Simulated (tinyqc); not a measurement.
From results back to parameters: shallow donor in effective-mass theory, with valley-orbit splitting. Three cases, with inputs chosen for the exercise.

Problem. Without strain the levels are A1 = E0 - D0 - 4 D1 - D2, T2 = E0 - D0 + D2 and E = E0 - D0 + 2 D1 - D2. They were computed from hidden D0, D1 and D2.

Find: D1; D2; D0.

Method. E - A1 = 6 D1, T2 - E = 2 D2 - 2 D1, and the mean (A1 + 3 T2 + 2 E)/6 is E0 - D0.

Case 1.

Values chosen (out of a larger set: near those of a group-V donor in Si; not measured data): E0 = -33.5 meV (single-valley level).

A1, T2, E (meV): -48.090  -36.310  -34.890

Solution.

D1 = 2.20 meV
D2 = 1.49 meV
D0 = 4.30 meV

Case 2.

Values chosen (out of a larger set: near those of a group-V donor in Si; not measured data): E0 = -33.2 meV (single-valley level).

A1, T2, E (meV): -47.680  -36.060  -34.600

Solution.

D1 = 2.18 meV
D2 = 1.45 meV
D0 = 4.31 meV

Case 3.

Values chosen (out of a larger set: near those of a group-V donor in Si; not measured data): E0 = -30.9 meV (single-valley level).

A1, T2, E (meV): -53.920  -32.400  -30.460

Solution.

D1 = 3.91 meV
D2 = 2.94 meV
D0 = 4.44 meV

Computed by tinyqc, one run a case: `OMP_NUM_THREADS=1 python tinyqc.py N N+1 out.jsonl` with N = 1282165, 1282211, 1282241; one thread of a shared Intel(R) Xeon(R) Processor @ 2.30GHz, about 0.01 s a run at most.
